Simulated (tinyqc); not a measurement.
# Small-signal admittance of a forward-biased p+-n diode: what changes with what

Holes injected into a neutral base of width wb with an ohmic contact at its end; low injection, p0 far above the equilibrium density. A small voltage v exp(i w t), w = 2 pi f, modulates the edge density by p0 v/Vt, and the small-signal density obeys Dp d2p/dx2 = (1/tau + i w) p.

Inputs (values chosen for the exercise); permittivity close to that of silicon:
```
symbol,value,unit,meaning
T,300,K,temperature
eps_r,11.7,,relative permittivity
Nd,1.8e17,cm^-3,donor density of the base
Dp,5.3,cm^2/s,hole diffusion coefficient
tau,4e-9,s,hole lifetime
wb,5.1,um,width of the neutral base
p0,2.9e15,cm^-3,excess hole density at the junction edge
Na,3e19,cm^-3,acceptor density of the p+ side
Rs,0.00014,ohm cm^2,series resistance
f,1.4e6,Hz,signal frequency
```

Constants: q = 1.602176634e-19 C, kB = 1.380649e-23 J/K, Vt = kB T/q, eps0 = 8.8541878128e-14 F/cm where lengths are in cm. Results are converted to the units shown.

Each table varies one quantity; the others keep the values above.

## Admittance against frequency

L = sqrt(Dp tau); direct current J = (q Dp p0/L) coth(wb/L); k = sqrt(1 + i w tau)/L; diffusion admittance Y = (q Dp p0/Vt) k coth(k wb) = G + i w C_diff; junction capacitance C_j = sqrt(q eps0 eps_r Nd/(2 Vr)) in the depletion approximation, with the remaining barrier Vr = Vt ln(Na/p0), a rough value under forward bias; base-width modulation is left out. Measured admittance 1/[Rs + 1/(Y + i w C_j)].

The same in every row: C_j (uF/cm^2) = 0.2500.

Results:
```
f (Hz),w tau,G (S/cm^2),C_diff (uF/cm^2),measured G (S/cm^2),measured C (uF/cm^2),phase of the measured Y (degrees)
1e5,0.002513,655.4,1.294,600.3,1.296,0.07769
6e5,0.01508,655.4,1.294,600.3,1.295,0.4661
2e6,0.05027,655.6,1.294,600.5,1.295,1.552
1e7,0.2513,660.1,1.286,605.3,1.287,7.609
4e7,1.005,718.7,1.189,666.7,1.185,24.08
2e8,5.027,1145,0.7477,1124,0.7245,39.00
7e8,17.59,1996,0.4288,2099,0.3747,38.14
1e10,251.3,7348,0.1165,6144,0.02526,14.48
```

Estimate the missing row, f = 3e9 Hz.

Computed row:
```
f (Hz),w tau,G (S/cm^2),C_diff (uF/cm^2),measured G (S/cm^2),measured C (uF/cm^2),phase of the measured Y (degrees)
3e9,75.40,4044,0.2117,4302,0.1173,27.20
```

With this row back in the table: G starts at J/Vt = 655 S/cm^2 and C_diff at (J tau/(2 Vt))(1 - 2 x/sinh 2x) = 1.29 uF/cm^2, x = wb/L = 3.50. Between the last two rows G goes as f^(0.50) and C_diff as f^(-0.50); the limits are 1/2 and -1/2, reached when the signal penetrates only sqrt(Dp/w). The measured C is 16 % below C_diff + C_j in the first row and 93 % below it in the last, the difference being due to Rs.

## Effect of the width of the neutral base

Same model as above.

The same in every row: w tau = 0.035186; C_j (uF/cm^2) = 0.25001.

Result of one run:
```
wb (um),G (S/cm^2),C_diff (uF/cm^2),measured G (S/cm^2),measured C (uF/cm^2),phase of the measured Y (degrees)
0.57,1755.7,0.33465,1409.3,0.37672,0.13473
```

What becomes of these results when the width of the neutral base wb is changed from 0.57 to 4.4 um, all else the same?

Result of the changed run:
```
wb (um),G (S/cm^2),C_diff (uF/cm^2),measured G (S/cm^2),measured C (uF/cm^2),phase of the measured Y (degrees)
4.4,657.42,1.2768,602.03,1.2803,1.0717
```

The whole series:
```
wb (um),G (S/cm^2),C_diff (uF/cm^2),measured G (S/cm^2),measured C (uF/cm^2),phase of the measured Y (degrees)
0.073,13060,0.043719,4617.4,0.036718,0.0040079
0.14,6824.9,0.083770,3490.1,0.087287,0.012605
0.29,3328.0,0.17282,2270.2,0.19677,0.043683
0.57,1755.7,0.33465,1409.3,0.37672,0.13473
1.1,1024.8,0.61265,896.20,0.65977,0.37103
2.2,721.25,1.0168,655.11,1.0451,0.80396
4.4,657.42,1.2768,602.03,1.2803,1.0717
8.7,654.33,1.3080,599.44,1.3075,1.0992
```

As wb goes from 0.073 to 8.7, G falls from 13100 to 654 S/cm^2, C_diff rises from 0.0437 to 1.31 uF/cm^2 and the measured C rises from 0.0367 to 1.31 uF/cm^2. C_diff exceeds C_j for wb = 0.57, 1.1, 2.2, 4.4, 8.7.

Computed by the program tinyqc: `OMP_NUM_THREADS=1 python tinyqc.py 2890222 2890223 out.jsonl`, one thread of a shared Intel Xeon 2.30GHz, about 0.01 s for the whole run.
